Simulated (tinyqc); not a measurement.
# Conduction-band offset of an n-N heterojunction from carrier-profile moments: two studies

Layer 1 (x < 0) accumulates electrons and layer 2 (x > 0) is depleted. Boltzmann statistics. The bands bend down by V1 in layer 1 and up by V2 in layer 2, with V1 + V2 = VD = dE + Vt ln[(N2/Nc2)/(N1/Nc1)].

Inputs (values chosen for the exercise); values of the order of III-V alloys:
- T = 200 K (temperature)
- eps_r = 12.9 (relative permittivity of both layers)
- Nc1 = 6.4e17 cm^-3 (density of states of the narrow-gap layer 1)
- Nc2 = 1.4e18 cm^-3 (density of states of the wide-gap layer 2)
- dE = 0.17 eV (conduction-band offset)
- N1 = 9e15 cm^-3 (donor density in layer 1)
- N2 = 2.5e16 cm^-3 (donor density in layer 2)
- si = 6.7e10 cm^-2 (fixed charge at the interface)

Constants: q = 1.602176634e-19 C, kB = 1.380649e-23 J/K, Vt = kB T/q, eps0 = 8.8541878128e-14 F/cm where lengths are in cm. Results are converted to the units shown.

Each table varies one quantity; the others keep the values above.

## An error in the interface position

A C-V profile smears n(x) but keeps its zeroth and first moments: si = -int (N - n) dx, VD = (q/(eps0 eps_r)) int (N - n) x dx, dE = VD - Vt ln[(N2/Nc2)/(N1/Nc1)]. With the step of N placed at xi and the moment taken about xi, VD changes by (q/(eps0 eps_r)) [si xi + (N2 - N1) xi^2/2] and si by (N2 - N1) xi.

Result of one run:
```
xi (nm)  error of si (cm^-2)  error of dE (meV)
-15                -2.400e10             -11.57
```

What becomes of these results when the assumed position of the interface xi is changed from -15 to 22.5 nm, all else the same?

Result of the changed run:
```
xi (nm)  error of si (cm^-2)  error of dE (meV)
22.5                3.600e10              26.83
```

The whole series:
```
xi (nm)  error of si (cm^-2)  error of dE (meV)
-30                -4.800e10             -18.10
-22.5              -3.600e10             -15.47
-15                -2.400e10             -11.57
-7.5               -1.200e10             -6.417
0                          0                  0
7.5                 1.200e10              7.680
15                  2.400e10              16.62
22.5                3.600e10              26.83
30                  4.800e10              38.29
```

Among the rows the error of dE lies between -18.1 and 38.3 meV, with a linear part from si; the error of si is linear, 1.60e9 cm^-2 a nanometre.

## Effect of the doping of the wide-gap layer

Sheet densities from the first integral: Q1 = sqrt((2 eps0 eps_r Vt N1/q)(exp(u1) - u1 - 1)) extra electrons, Q2 = sqrt((2 eps0 eps_r Vt N2/q)(exp(-u2) + u2 - 1)) missing ones, u = V/Vt; neutrality Q1 = Q2 + si.

Results:
```
N2 (cm^-3)   VD (V)    V1 (V)  Q1 (cm^-2)  n(0-)/Nc1
3e15        0.13758  0.040470   1.2547e11    0.14719
5.5e15      0.14802  0.045053   1.4902e11    0.19202
1e16        0.15833  0.050464   1.8069e11    0.26285
3.4e16      0.17942  0.064189   2.8498e11    0.58283
6.4e16      0.19032  0.072494   3.6999e11    0.94368
1.2e17      0.20115  0.081392   4.8586e11     1.5815
2.2e17      0.21160  0.090455   6.3795e11     2.6757
```

Estimate the missing row, N2 = 1.9e16 cm^-3.

Computed row:
```
N2 (cm^-3)   VD (V)    V1 (V)  Q1 (cm^-2)  n(0-)/Nc1
1.9e16      0.16939  0.057242   2.2737e11    0.38949
```

With this row back in the table: Q1 rises from 1.25e11 to 6.38e11 cm^-2, as N2^(0.38) over the table, while VD grows by Vt ln 10 a decade and the share V1/VD rises from 0.294 to 0.427. For N2 = 3.4e16, 6.4e16, 1.2e17, 2.2e17 n(0-) nears or passes Nc1, where degeneracy and quantisation lower Q1.

Computed by the program tinyqc: `OMP_NUM_THREADS=1 python tinyqc.py 2410108 2410109 out.jsonl`, one thread of a shared Intel Xeon 2.30GHz, about 0.1 s for the whole run.
